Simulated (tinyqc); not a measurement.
Grain-boundary trapping model (Seto) of a polycrystalline semiconductor film. Inputs raised by 10 %, one at a time. Computed by tinyqc, a small Python program. Command: `OMP_NUM_THREADS=1 python tinyqc.py 3015221 3015222 out.jsonl poly sens`. One thread of a shared host (Intel(R) Xeon(R) Processor @ 2.30GHz), about 0.01 s of CPU time with the checks.

Grains of equal size L are joined by thin boundaries with one trap level. Trapped carriers deplete a width W on each side and raise a barrier, crossed by thermionic emission. Dopants are fully ionised, statistics are non-degenerate and mu_g does not depend on T.

Inputs (values chosen for the exercise, modelled on polycrystalline silicon):

| quantity | value | unit |
|---|---|---|
| permittivity eps | 11.7 | - |
| effective mass m | 0.32 | m_0 |
| effective density of states at 300 K, N_c | 2.9e+19 | 1/cm^3 |
| grain size L | 20 | nm |
| trap density Q_t | 4.8e+11 | 1/cm^2 |
| trap level E_t below the band edge | 0.4 | eV |
| doping N | 5.3e+17 | 1/cm^3 |
| mobility inside the grains mu_g | 230 | cm^2/(V s) |
| temperature T | 400 | K |

Grain interior: resistance included.

Constants: k_B = 8.617333262e-05 eV/K; e = 1.602176634e-19 C; eps_0 = 8.8541878128e-12 F/m; m_0 = 9.1093837015e-31 kg; k_B = 1.380649e-23 J/K.

Method. N_c(T) = N_c (T/300 K)^(3/2). Filled traps Q = Q_t/(1 + (1/2) exp((E_t* - E_F)/k_B T)), where E_t* = e V_B - E_t and E_F are counted from the band edge at the grain centre. Partial depletion: Q = 2 N W, V_B = e N W^2/(2 eps eps_0), E_F = k_B T ln(N/N_c); solve for W. If that W would exceed L/2 the grain is fully depleted: W = L/2, Q = N L, and E_F follows from the trap equation. Centre density n_0 = N_c exp(E_F/k_B T). Boundary: sigma_b = L e^2 n_0 exp(-e V_B/k_B T)/sqrt(2 pi m k_B T); drift through the grain, depleted parts included: rho_g = [(1 - 2W/L) + (2W/L) int_0^1 exp(y^2 s^2) ds]/(e n_0 mu_g); rho = 1/sigma_b + rho_g. Mean carrier density n_av = n_0 [(1 - 2W/L) + (2W/L) (sqrt(pi)/2) erf(y)/y], y = sqrt(e V_B/k_B T); effective mobility 1/(e n_av rho).

Runs:

| input moved | from | to | resistivity rho (ohm cm) | effective mobility (cm^2/(V s)) | barrier V_B (V) | mean carrier density (1/cm^3) |
|---|---|---|---|---|---|---|
| base run | - | - | 0.10039 | 121.47 | 0.008396 | 5.1187e+17 |
| trap density Q_t (1/cm^2) | 4.8e+11 | 5.28e+11 | 0.10357 | 119.04 | 0.010159 | 5.0622e+17 |
| trap level E_t below the band edge (eV) | 0.4 | 0.44 | 0.10040 | 121.46 | 0.008402 | 5.1185e+17 |
| doping N (1/cm^3) | 5.3e+17 | 5.83e+17 | 0.08999 | 122.45 | 0.007633 | 5.6641e+17 |
| temperature T (K) | 400 | 440 | 0.10138 | 119.91 | 0.008377 | 5.1346e+17 |
| effective mass m (m_0) | 0.32 | 0.352 | 0.10269 | 118.75 | 0.008396 | 5.1187e+17 |
| permittivity eps | 11.7 | 12.87 | 0.09916 | 122.60 | 0.007633 | 5.1341e+17 |
| mobility inside the grains mu_g (cm^2/(V s)) | 230 | 253 | 0.09555 | 127.62 | 0.008396 | 5.1187e+17 |

Exponents ln(y'/y) / ln(x'/x):

| input | resistivity rho | effective mobility | barrier V_B | mean carrier density |
|---|---|---|---|---|
| trap density Q_t | 0.328 | -0.212 | 1.999 | -0.116 |
| trap level E_t below the band edge | 0.001 | -0.001 | 0.007 | 0.000 |
| doping N | -1.147 | 0.084 | -0.999 | 1.062 |
| temperature T | 0.103 | -0.136 | -0.023 | 0.033 |
| effective mass m | 0.238 | -0.238 | 0.000 | 0.000 |
| permittivity eps | -0.129 | 0.098 | -1.000 | 0.032 |
| mobility inside the grains mu_g | -0.518 | 0.518 | 0.000 | 0.000 |

Among the inputs moved here: resistivity rho answers most in size to doping N (exponent -1.147), next to mobility inside the grains mu_g (-0.518). Effective mobility answers most in size to mobility inside the grains mu_g (exponent +0.518), next to effective mass m (-0.238). Barrier V_B answers most in size to trap density Q_t (exponent +1.999), next to permittivity eps (-1.000); its exponent is below 0.0005 for effective mass m, mobility inside the grains mu_g. Its exponent +1.999 in trap density Q_t: V_B = e Q_t^2/(8 eps eps_0 N). Its exponent -0.999 in doping N: all traps filled. Mean carrier density answers most in size to doping N (exponent +1.062), next to trap density Q_t (-0.116); its exponent is below 0.0005 for trap level E_t below the band edge, effective mass m, mobility inside the grains mu_g.

Caution (all rows): e V_B is below 2 k_B T, where the depletion approximation fails and the mean density does not balance the trapped charge.
